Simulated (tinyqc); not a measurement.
Worked calculation: Ewald sum of point charges, rock salt lattice. Computed by tinyqc, a small Python program that keeps every step. Command: `OMP_NUM_THREADS=1 python tinyqc.py 27408 27409 out.jsonl` (the two numbers bound the seeds that draw the settings). One thread of a shared host (Intel(R) Xeon(R) Processor @ 2.60GHz), about 0.03 s of CPU time with the checks.

## Ewald sum with eta = 0.604 1/bohr

cell vectors (rows) (bohr):
```
          1         2         3
1  0.000000  3.025000  3.025000
2  3.025000  0.000000  3.025000
3  3.025000  3.025000  0.000000
```

Charges:

| q | f1 | f2 | f3 |
|---|---|---|---|
| 2.000000 | 0.000000 | 0.000000 | 0.000000 |
| -2.000000 | 0.500000 | 0.500000 | 0.500000 |

Real space: 1/2 sum q_i q_j erfc(eta r)/r over all images with r > 0; reciprocal space: (2 pi/V) sum_(G != 0) exp(-G^2/4 eta^2)/G^2 |S(G)|^2 with S(G) = sum q exp(i G.r); self term -eta/sqrt(pi) sum q^2; background -pi Q^2/(2 V eta^2), Q the total charge.

Real-space shells (first ones):

| r (bohr) | pairs | sum (hartree) |
|---|---|---|
| 3.025000 | 12 | -0.077504 |
| 4.277996 | 24 | 0.002895 |
| 5.239454 | 16 | -0.000047 |
| 6.050000 | 12 | 9.40e-07 |
| 6.764106 | 48 | -1.07e-07 |
| 7.409706 | 48 | 3.19e-09 |
| 8.555992 | 24 | 0 |
| 9.075000 | 60 | 0 |
| 9.565890 | 48 | 0 |

Reciprocal shells (first ones that count):

| G^2 (1/bohr^2) | vectors | sum (hartree) |
|---|---|---|
| 3.235715 | 8 | 0.488907 |
| 11.864288 | 24 | 0.001082 |
| 20.492861 | 24 | 1.69e-06 |
| 29.121434 | 32 | 4.30e-09 |

## The total does not depend on eta

The same sums for other eta.

Totals (hartree per cell):

| eta | real | reciprocal | self | background | total |
|---|---|---|---|---|---|
| 0.604000 | -0.074655 | 0.489990 | -2.726164 | 0.000000 | -2.31082922 |
| 0.760000 | -0.009067 | 1.128511 | -3.430273 | 0.000000 | -2.31082922 |
| 1.151000 | -0.000007 | 2.884235 | -5.195058 | 0.000000 | -2.31082922 |

shortest distance = 3.025000 bohr

Madelung constant -E d / (formula units |q+ q-|) = 1.747565
